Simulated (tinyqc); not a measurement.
Hot electrons in a saturated n-channel MOSFET, lucky-electron model: one step of the calculation.

Beyond pinch-off the lateral field grows as Esat cosh(y/l) over the velocity-saturated region (pseudo-two-dimensional model). Impact ionisation in this region gives the substrate current, which biases the body forward through Rsub. Currents are per width. Local-field laws: they overstate ionisation when the field peak is narrower than an energy relaxation length.

Task. Length and field scales. Cox = 3.9 eps0/tox, l = sqrt(3 tox xj), Esat = 2 vs/mu.

Parameters, values chosen for the exercise; values close to those of silicon n-channel devices:
- L = 1.2 um (channel length)
- tox = 24 nm (oxide thickness)
- xj = 450 nm (junction depth)
- mu = 430 cm^2/(V s) (effective mobility)
- vs = 9.3e6 cm/s (saturation velocity)

Constants: eps0 = 8.8541878128e-14 F/cm where lengths are in cm. Results are converted to the units shown.

Find: Cox; l; Esat; Esat L.

Result.

Cox = 0.1439 uF/cm^2
l = 180.0 nm
Esat = 0.04326 MV/cm
Esat L = 5.191 V

tinyqc, about 0.01 s, one thread, Intel Xeon 2.30GHz (shared host): `OMP_NUM_THREADS=1 python tinyqc.py 2550064 2550065 out.jsonl`
